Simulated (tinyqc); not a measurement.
Worked calculation: tight binding, dimerised chain. One step of it, computed by the program tinyqc.

Task: Open chain of 3 cells. The same hoppings without the wrap-around bond.

H of the open chain (eV):
$$\begin{pmatrix}
0.500000 & -1.100000 & 0.000000 & 0.000000 & 0.000000 & 0.000000 \\
-1.100000 & -0.500000 & -1.740000 & 0.000000 & 0.000000 & 0.000000 \\
0.000000 & -1.740000 & 0.500000 & -1.100000 & 0.000000 & 0.000000 \\
0.000000 & 0.000000 & -1.100000 & -0.500000 & -1.740000 & 0.000000 \\
0.000000 & 0.000000 & 0.000000 & -1.740000 & 0.500000 & -1.100000 \\
0.000000 & 0.000000 & 0.000000 & 0.000000 & -1.100000 & -0.500000
\end{pmatrix}$$

Give: levels; weights of the highest filled level on the sites.

Result:

levels (eV): [-2.6032, -1.8221, -0.5817, 0.5817, 1.8221, 2.6032]

weights of the highest filled level on the sites: [0.0496, 0.0480, 0.0170, 0.2254, 0.0036, 0.6564]

The bulk gap runs from -0.8122 to 0.8122 eV; 2 level(s) of this chain lie inside it: end states, which need the weaker bond inside the cell and a chain longer than their decay length.
